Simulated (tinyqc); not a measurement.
How far the fits carry: temperature and isotope dependence of a band gap in oscillator models.

E(T) = E0 - sum_i sl_i th_i n_i(T), n = 1/(exp(th/T) - 1). The same coupling lowers the gap at 0 K by the zero-point term ZP = sum_i sl_i th_i/2, so the gap of the static lattice is E0 + ZP. Thermal expansion is taken as part of the slopes.

Two-parameter forms are made to pass through the falls at the two temperatures T12: Varshni aV T^2/(T + bV), from the line T^2/fall = (T + bV)/aV; one oscillator s1 t1/(exp(t1/T) - 1), with t1 from the ratio of the falls.

Parameters, chosen for this exercise (near those of GaAs; not measured data): E0 = 1.517 eV (gap at 0 K); th = (79, 330) K (temperatures of two oscillators); sl = (0.0738, 0.4182) meV/K (their high-temperature slopes); T12 = (160, 320) K (temperatures of the fits).

Falls of the gap from E0, and errors of the two fits against the model.

Results:

| T (K) | fall (meV) | Varshni - model (meV) | one oscillator - model (meV) | fall/ZP |
|---|---|---|---|---|
| 20 | 0.11 | 0.44 | -0.11 | 0.002 |
| 50 | 1.70 | 1.61 | -1.12 | 0.024 |
| 100 | 10.13 | 2.22 | -0.86 | 0.141 |
| 200 | 44.84 | -1.36 | 0.25 | 0.623 |
| 300 | 88.21 | -0.86 | 0.11 | 1.227 |
| 400 | 134.36 | 5.89 | -0.60 | 1.868 |
| 600 | 229.64 | 34.73 | -2.69 | 3.193 |
| 800 | 326.46 | 77.93 | -5.14 | 4.539 |

Below the first fit point the largest errors are +2.22 meV (Varshni, 100 K, on a fall of 10.13 meV) and -1.12 meV (one oscillator, 50 K); a T^2 law cannot freeze out; a single oscillator misses the soft modes. At 800 K, beyond the second fit point, they are +77.9 and -5.1 meV, so the oscillator extrapolates better here. The thermal fall equals ZP between 200 and 300 K.

Run: tinyqc, `OMP_NUM_THREADS=1 python tinyqc.py 1850953 1850954 out.jsonl`; Intel(R) Xeon(R) Processor @ 2.30GHz, one thread, shared host; about 0.01 s of CPU time with all checks.
